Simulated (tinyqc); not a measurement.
Ellipsometry and reflectance of a transparent film on an absorbing substrate: one step of the calculation.

Air (index 1), film, substrate with N2 = n2 - i k2; time factor exp(+i w t). q_j = sqrt(N_j^2 - sin^2 th), root with positive real part. Fresnel coefficients r_s = (q_a - q_b)/(q_a + q_b), r_p = (N_b^2 q_a - N_a^2 q_b)/(N_b^2 q_a + N_a^2 q_b). tan(Psi) exp(i Delta) = R_p/R_s, Delta taken from 0 to 360 degrees.

Question. Psi, Delta and reflectances. beta = 2 pi d q1/lam, X = exp(-2 i beta), R = (r01 + r12 X)/(1 + r01 r12 X) for p and s.

Parameters, values chosen for the exercise: wavelength lam = 632.8 nm; film thickness d = 9.2 nm.

q1 = 1.8331879
r01,p = -0.11623729
r01,s = -0.68552879
r12,p = 0.26697069-0.00213130i
r12,s = -0.34526780+0.00228961i

Wanted: beta; X; R_p; R_s; Psi; Delta; |R_p|^2; |R_s|^2.

Answer.

beta = 0.16746 rad
X = 0.94444-0.32869i
R_p = 0.13826-0.09395i
R_s = -0.82917+0.04081i
Psi = 11.385 degrees
Delta = 148.62 degrees
|R_p|^2 = 0.027943
|R_s|^2 = 0.68919

The bare substrate gives Psi = 10.57 and Delta = 179.23 degrees.

Numbers from tinyqc (`OMP_NUM_THREADS=1 python tinyqc.py 2870113 2870114 out.jsonl`; about 0.01 s on one thread of a shared Intel Xeon 2.30GHz).
